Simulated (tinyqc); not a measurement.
Donor level screened by free carriers (Yukawa potential): one step. Units and screening length. Four cases, with inputs chosen for the exercise.

Question. Give Ry* = Ry m/eps^2, a* = a0 eps/m, EF, the three values of ks, and x = ks a*.

Screening wave number: Debye ks^2 = 4 pi q n/(eps kB T); Thomas-Fermi ks^2 = 6 pi q n/(eps EF) with EF = c (3 pi^2 n/gv)^(2/3)/m, c = hbar^2/2m0; the two are joined by 1/ks^2 = sqrt(1/ks_D^4 + 1/ks_TF^4). 1e18/cm^3 = 1e-6/angstrom^3, q = e^2/(4 pi eps0).

Constants: e^2/(4 pi eps0) = 14.39964547 eV angstrom; kB = 8.617333262e-05 eV/K; hbar^2/2m0 = 3.80998211 eV angstrom^2; Ry = 13.60569312 eV; a0 (Bohr radius) = 0.5291772105 angstrom.

Case 1.

Values chosen (near those of a donor in GaN, with one mean mass; the results hold for these values, not for the real material):
- m = 0.201 m0 (mass)
- eps = 9.2 (dielectric constant)
- gv = 1 (valleys)
- T = 400 K (temperature)
- n = 0.6 x 1e18/cm^3 (free-carrier density)

Case 2.

Values chosen (near those of a donor in 4H SiC, with one mean mass; the results hold for these values, not for the real material):
- m = 0.387 m0 (mass)
- eps = 9.5 (dielectric constant)
- gv = 3 (valleys)
- T = 400 K (temperature)
- n = 4.9 x 1e18/cm^3 (free-carrier density)

Case 3.

Values chosen (near those of a donor in GaN, with one mean mass; the results hold for these values, not for the real material):
- m = 0.203 m0 (mass)
- eps = 9.6 (dielectric constant)
- gv = 1 (valleys)
- T = 200 K (temperature)
- n = 0.74 x 1e18/cm^3 (free-carrier density)

Case 4.

Values chosen (near those of a donor in InP, with one mean mass; the results hold for these values, not for the real material):
- m = 0.083 m0 (mass)
- eps = 12.3 (dielectric constant)
- gv = 1 (valleys)
- T = 400 K (temperature)
- n = 0.04 x 1e18/cm^3 (free-carrier density)

Give: Ry*; a*; EF; ks: Debye, Thomas-Fermi, joined; x.

Answer.

Case 1.

Ry* = 32.310 meV
a* = 24.22 angstrom
EF = 12.91 meV

ks: Debye, Thomas-Fermi, joined (1/angstrom): 0.01850  0.03704  0.01823

x = 0.4414

EF/kB T = 0.37, so the Debye value, the smaller one, controls the screening.

Case 2.

Ry* = 58.342 meV
a* = 12.99 angstrom
EF = 13.07 meV

ks: Debye, Thomas-Fermi, joined (1/angstrom): 0.05204  0.10350  0.05124

x = 0.6656

EF/kB T = 0.38, so the Debye value, the smaller one, controls the screening.

Case 3.

Ry* = 29.969 meV
a* = 25.03 angstrom
EF = 14.70 meV

ks: Debye, Thomas-Fermi, joined (1/angstrom): 0.02845  0.03773  0.02653

x = 0.6638

EF/kB T = 0.85, so the Debye value, the smaller one, controls the screening.

Case 4.

Ry* = 7.464 meV
a* = 78.42 angstrom
EF = 5.14 meV

ks: Debye, Thomas-Fermi, joined (1/angstrom): 0.00413  0.01311  0.00412

x = 0.3232

EF/kB T = 0.15, so the Debye value, the smaller one, controls the screening.

Computed by tinyqc, one run a case: `OMP_NUM_THREADS=1 python tinyqc.py N N+1 out.jsonl` with N = 1281959, 1281991, 1282014, 1282017; one thread of a shared Intel(R) Xeon(R) Processor @ 2.30GHz, about 0.02 s a run at most.
